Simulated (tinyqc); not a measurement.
# X-ray reflectivity of a thin film on silicon: critical angles, Parratt recursion, fringes and roughness, step by step

A worked calculation. Computed by tinyqc, a small Python program that keeps every step. Command: `OMP_NUM_THREADS=1 python tinyqc.py 3120911 3120912 out.jsonl xrr walk`. One thread of a shared host (Intel(R) Xeon(R) Processor @ 2.30GHz), about 0.01 s of CPU time with the checks. Intermediate numbers are printed to about 6 digits and carried at full precision; extremes and crossings named in words are read from the listed rows.

n = 1 - delta + i beta; the classical electron radius is r_e = 2.8179403e-6 nm. Layer 0 is vacuum, 1 the film, 2 the substrate.

Inputs (values chosen for the exercise, modelled on TaN on silicon, copper K-alpha radiation):

| quantity | value | unit |
|---|---|---|
| wavelength lambda | 0.15406 | nm |
| film density rho | 14.7 | g/cm^3 |
| effective electrons per unit mass, film | 0.411 | mol/g |
| beta/delta, film | 0.073 | - |
| film thickness d | 9.79 | nm |
| roughness of the surface sigma_1 | 0.3 | nm |
| roughness of the interface sigma_2 | 0.21 | nm |
| substrate density | 2.33 | g/cm^3 |
| effective electrons per unit mass, substrate | 0.507 | mol/g |
| beta/delta, substrate | 0.023 | - |
| grazing angle theta | 2.25 | degrees |

Constants: N_A = 6.02214076e+23 1/mol.

## Optical constants

delta = r_e lambda^2 rho_e/(2 pi), rho_e = density x electrons per mass x N_A; critical angle sqrt(2 delta), q_c = 4 sqrt(pi r_e rho_e).

Constants:

| layer | rho_e (1/nm^3) | delta | beta | critical angle (degrees) | q_c (1/nm) |
|---|---|---|---|---|---|
| film | 3638.40 | 3.87295e-05 | 2.82725e-06 | 0.504265 | 0.717887 |
| substrate | 711.40 | 7.57263e-06 | 1.74170e-07 | 0.222977 | 0.317437 |

The film is denser in electrons than the substrate; X-rays tunnel through a film of a few nanometres, so the edge of total reflection moves to the value of the film only as it thickens.

## Critical angle of the film

The formulas are those given above.

critical angle of the film = 0.504265 degrees

## Reflectivity at one angle

k_j = (2 pi/lambda) sqrt(sin^2 theta - 2 delta_j + 2 i beta_j); r_ij = (k_i - k_j)/(k_i + k_j) x exp(-2 k_i k_j sigma^2) (Nevot-Croce); r = (r_01 + r_12 p)/(1 + r_01 r_12 p), p = exp(2 i k_1 d); R = |r|^2.

k_0, k_1, k_2 (1/nm): 1.60117  1.56042+0.00301i  1.59329+0.00018i

1000 r_01 = 8.21926-0.62294i

1000 r_12 = -8.36745+0.73337i

p = 0.613033-0.716150i

reflectivity R = 4.69316e-05

q = 4 pi sin(theta)/lambda = 3.20235 1/nm

## Fringe period, contrast and decay

Far above the critical angle the period is d theta = lambda/(2 d), or 2 pi/d in q; the envelope runs between (|r_01| - |r_12 p|)^2 and (|r_01| + |r_12 p|)^2; contrast = 2 a b/(a^2 + b^2) with a = |r_01|, b = |r_12 p|; roughness factors on the amplitudes are about exp(-q^2 sigma^2/2).

period in theta = 0.450817 degrees

period in q = 0.641796 1/nm

contrast = 0.999193

roughness factor, surface = 0.630353

roughness factor, interface = 0.797620

## Thickness from the minima

Minima of R theta^4 are located on 6001 points over 7.5 periods, from 1.15 times the larger critical angle. With refraction, sin^2(theta_m) = 2 delta + m^2 (lambda/(2 d))^2, m integer or half-integer; the first six minima are used, and the first order is the one that minimises the largest residual of the least-squares line plus the distance of its intercept from 2 delta. Without refraction, d = lambda/(2 x mean step of sin theta).

Minima:

| order m | theta (degrees) | sin^2 theta |
|---|---|---|
| 1 | 0.67796 | 0.00014000 |
| 2 | 1.03410 | 0.00032571 |
| 3 | 1.44435 | 0.00063534 |
| 4 | 1.87375 | 0.00106911 |
| 5 | 2.31104 | 0.00162605 |
| 6 | 2.75340 | 0.00230760 |

d with refraction = 9.78835 nm

d without refraction = 10.6380 nm

Against d = 9.79 nm the errors are -0.02 % with and +8.66 % without refraction. The orders are integers, as r_01 and r_12 have opposite signs for a film denser than the substrate.

## Which roughness does what

R is averaged over one period above each angle (64 points); contrast = (max - min)/(max + min) of R theta^4 over that period. Cases: smooth; only sigma_1; only sigma_2; both.

Mean R and contrast:

| theta (degrees) | R smooth | contrast | R, sigma_1 | contrast, sigma_1 | R, sigma_2 | contrast, sigma_2 | R, both | contrast, both |
|---|---|---|---|---|---|---|---|---|
| 0.8 | 1.14303e-02 | 0.951481 | 1.05376e-02 | 0.973403 | 1.11878e-02 | 0.940559 | 1.02969e-02 | 0.964966 |
| 1.2 | 2.24259e-03 | 0.957658 | 1.87112e-03 | 0.992865 | 2.13058e-03 | 0.932995 | 1.76026e-03 | 0.980687 |
| 1.8 | 3.69068e-04 | 0.960327 | 2.43521e-04 | 0.998526 | 3.29347e-04 | 0.909522 | 2.03273e-04 | 0.990224 |
| 2.5 | 1.33714e-04 | 0.966917 | 7.38234e-05 | 0.925247 | 1.10384e-04 | 0.852476 | 5.08655e-05 | 0.996827 |
| 3.5 | 3.31539e-05 | 0.968553 | 1.41911e-05 | 0.651804 | 2.44165e-05 | 0.718198 | 5.21675e-06 | 0.924938 |

At 2.5 degrees sigma_1 alone multiplies the mean R by 0.55 and sigma_2 alone by 0.83; the contrast goes from 0.97 (smooth) to 0.93 and 0.85.

Checks made by the program: smooth bare substrate far above q_c against (q_c/2q)^4 (relative difference 1e-03).
